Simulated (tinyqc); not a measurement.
Ballistic Schottky-barrier transistor with a two-dimensional channel, WKB contacts: one step of the calculation.

Source Fermi level 0, drain Fermi level -Vd. Far from the contacts Ec = pn - psi, and the gate moves psi one to one; the band edges relax as exp(-x/lam) from pn at the source and pn - Vd at the drain; Ev = Ec - Eg. A carrier of energy w inside the channel band meets at a contact a barrier of height D (the contact edge beyond the channel edge): T = 1 for w >= D, else exp(-S), S = 4 lam sqrt(m/C) [sqrt(D - w) - sqrt(w) arctan sqrt((D - w)/w)], C = hbar^2/(2 m0). The two contacts combine as Ts Td/(Ts + Td - Ts Td).

Problem. Transmission of one of the electrons. S and T at both contacts for w = w0, and the tunnelling distance lam ln(D/w) at the higher barrier.

Parameters, values chosen for the exercise; channel values close to those of a molybdenum disulphide layer: electron mass mn = 0.49 m0; screening length at the contacts lam = 4.3 nm; energy of one carrier inside the channel band w0 = 0.15 eV.

Constants: q = 1.602176634e-19 C, hbar = 1.054571817e-34 J s, m0 = 9.1093837015e-31 kg, hbar^2/(2 m0) = 0.0380998212 eV nm^2. Results are converted to the units shown.

D for electrons (eV): source 0.33000000, drain -0.17000000

Find: S at the source; S at the drain; combined T; tunnelling distance.

Solution.

S at the source = 6.320
S at the drain = 0
combined T = 0.001801
tunnelling distance = 3.390 nm

Range of the model: No scattering, image-force lowering, channel charge or band-to-band tunnelling; parabolic kappa overstates S deep in the gap.

Computed by the program tinyqc: `OMP_NUM_THREADS=1 python tinyqc.py 2390146 2390147 out.jsonl`, one thread of a shared Intel Xeon 2.30GHz, about 0.2 s for the whole run.
